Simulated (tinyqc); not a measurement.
# Ten-year voltage from two stress tests

Question. Lifetimes follow tau = t0 exp(B/Vd). Ten years are 3.15576e8 s. Find B, t0 and the drain voltage for ten years.

lifetimes at Vd = 4.8 and 5.5 V (s): [59000, 2322.60397]

Solution. ln(tau) is linear in 1/Vd.

B = 122.0 V
t0 = 5.402e-7 s
ten-year voltage = 3.588 V

tinyqc, about 0.01 s, one thread, Intel Xeon 2.30GHz (shared host): `OMP_NUM_THREADS=1 python tinyqc.py 2550014 2550015 out.jsonl`
